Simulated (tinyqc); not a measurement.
Dimension: statistics of electrons in three, two and one dimensions.

One band edge at E = 0, lambda = sqrt(4 pi c/(m1 kT)) with c = hbar^2/2m0. Densities with spin: n3 = (2/lambda^3) F_1/2(eta), n2 = (2/lambda^2) F_0(eta) with F_0 = ln(1 + exp(eta)), n1 = (2/lambda) F_-1/2(eta). F_j(eta) = (1/Gamma(j + 1)) integral_0^infinity x^j dx/(1 + exp(x - eta)), which tends to exp(eta) for eta << 0.

Constants: hbar^2/2m0 = 3.80998211 eV angstrom^2; kB = 8.617333262e-05 eV/K.

Inputs chosen for the exercise (out of a larger set: near those of InP, lowest valleys alone; not measured data): m1 = 0.0789 m0 (mass of one isotropic band with spin); T = 300 K; L = 150 angstrom (confinement length used to compare densities).

The last two columns turn the sheet and line densities into volume densities, n2/L and n1/L^2, over n3.

Densities:

| eta | n3 (1/cm^3) | n2 (1/cm^2) | n1 (1/cm) | (n2/L)/n3 | (n1/L^2)/n3 |
|---|---|---|---|---|---|
| -4 | 1.01e+16 | 1.55e+10 | 2.36e+04 | 1.02 | 1.04 |
| -2 | 7.19e+16 | 1.08e+11 | 1.61e+05 | 1.00 | 0.998 |
| -1 | 1.82e+17 | 2.67e+11 | 3.84e+05 | 0.976 | 0.936 |
| 0 | 4.26e+17 | 5.91e+11 | 7.90e+05 | 0.925 | 0.825 |
| 1 | 8.76e+17 | 1.12e+12 | 1.34e+06 | 0.851 | 0.680 |
| 2 | 1.57e+18 | 1.81e+12 | 1.91e+06 | 0.769 | 0.541 |
| 4 | 3.62e+18 | 3.42e+12 | 2.85e+06 | 0.630 | 0.350 |
| 8 | 9.65e+18 | 6.82e+12 | 4.14e+06 | 0.471 | 0.190 |

lambda = 153.2 angstrom

What can be read from this table?

Far below the edge all three follow exp(eta), and the ratios tend to lambda/L = 1.021 and its square. From eta = 4 to 8 the densities grow by 2.67, 1.99 and 1.45, near the powers 2^(3/2), 2 and 2^(1/2) that the densities of states E^(1/2), E^0 and E^(-1/2) give. One subband serves while EF stays several kT below the second, 2.5 kT up for hard walls; rows with a larger eta, if any, overfill it.

tinyqc: `OMP_NUM_THREADS=1 python tinyqc.py 1680070 1680071 out.jsonl`; about 0.01 s, one thread, shared Intel(R) Xeon(R) Processor @ 2.30GHz.
